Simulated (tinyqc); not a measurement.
Against the doping: grain-boundary trapping model (Seto) of a polycrystalline semiconductor film. Computed by tinyqc, a small Python program. Command: `OMP_NUM_THREADS=1 python tinyqc.py 3015590 3015591 out.jsonl poly walk`. One thread of a shared host (Intel(R) Xeon(R) Processor @ 2.30GHz), about 0.01 s of CPU time with the checks.

Grains of equal size L are joined by thin boundaries with one trap level. Trapped carriers deplete a width W on each side and raise a barrier, crossed by thermionic emission. Dopants are fully ionised, statistics are non-degenerate and mu_g does not depend on T.

Inputs (values chosen for the exercise, modelled on polycrystalline germanium):

| quantity | value | unit |
|---|---|---|
| permittivity eps | 16 | - |
| effective mass m | 0.19 | m_0 |
| effective density of states at 300 K, N_c | 6.2e+18 | 1/cm^3 |
| grain size L | 44 | nm |
| trap density Q_t | 3.6e+12 | 1/cm^2 |
| trap level E_t below the band edge | 0.23 | eV |
| temperature T | 250 | K |

Grain interior: neglected.

Constants: e = 1.602176634e-19 C; eps_0 = 8.8541878128e-12 F/m; k_B = 8.617333262e-05 eV/K; m_0 = 9.1093837015e-31 kg; k_B = 1.380649e-23 J/K.

Method:
- If all traps fill, the grain is just depleted at N* = Q_t/L, with the barrier e Q_t L/(8 eps eps_0).
- N_c(T) = N_c (T/300 K)^(3/2). Filled traps Q = Q_t/(1 + (1/2) exp((E_t* - E_F)/k_B T)), where E_t* = e V_B - E_t and E_F are counted from the band edge at the grain centre. Partial depletion: Q = 2 N W, V_B = e N W^2/(2 eps eps_0), E_F = k_B T ln(N/N_c); solve for W. If that W would exceed L/2 the grain is fully depleted: W = L/2, Q = N L, and E_F follows from the trap equation. Centre density n_0 = N_c exp(E_F/k_B T).
- Boundary: sigma_b = L e^2 n_0 exp(-e V_B/k_B T)/sqrt(2 pi m k_B T); rho = 1/sigma_b. Mean carrier density n_av = n_0 [(1 - 2W/L) + (2W/L) (sqrt(pi)/2) erf(y)/y], y = sqrt(e V_B/k_B T); effective mobility 1/(e n_av rho).

N* = 8.18182e+17 1/cm^3

The same film:

| N (1/cm^3) | W (nm) | V_B (V) | mean density (1/cm^3) | mobility (cm^2/(V s)) | rho (ohm cm) |
|---|---|---|---|---|---|
| 2.50e+16 | 22.000 | 0.00684 | 2.1302e+12 | 9.2700e+02 | 3.1607e+03 |
| 8.20e+16 | 22.000 | 0.02244 | 1.2703e+13 | 5.4938e+02 | 8.9439e+02 |
| 2.00e+17 | 22.000 | 0.05474 | 1.2128e+14 | 1.6713e+02 | 3.0792e+02 |
| 4.10e+17 | 22.000 | 0.11221 | 3.8785e+15 | 1.6226e+01 | 9.9180e+01 |
| 6.50e+17 | 21.770 | 0.17419 | 2.0725e+17 | 1.1112e+00 | 2.7103e+01 |
| 9.80e+17 | 16.905 | 0.15836 | 4.7309e+17 | 1.5305e+00 | 8.6204e+00 |
| 1.60e+18 | 11.178 | 0.11304 | 1.1012e+18 | 8.7978e+00 | 6.4424e-01 |
| 3.30e+18 | 5.453 | 0.05550 | 2.9232e+18 | 9.8825e+01 | 2.1606e-02 |
| 8.20e+18 | 2.195 | 0.02234 | 7.9872e+18 | 4.1876e+02 | 1.8661e-03 |
| 3.30e+19 | 0.545 | 0.00555 | 3.2935e+19 | 8.9100e+02 | 2.1269e-04 |

The barrier peaks among these rows at N = 6.5e17 (0.174 V) and the mobility has its minimum at 6.5e17; N* is 8.2e17. While the grain is fully depleted (W = L/2) V_B grows as N; once all traps are filled it falls as 1/N (last exponent -1.00). Partly depleted rows (W < L/2) with e V_B below 2 k_B T stretch the depletion approximation. Where the barrier is low the mobility is too high, because scattering inside the grains is left out. Where N approaches N_c the non-degenerate statistics fail. rho drops most steeply, as N^-5.3, between 9.8e17 and 1.6e18.

Extremes, crossings and ranges named in words are read from the listed rows.
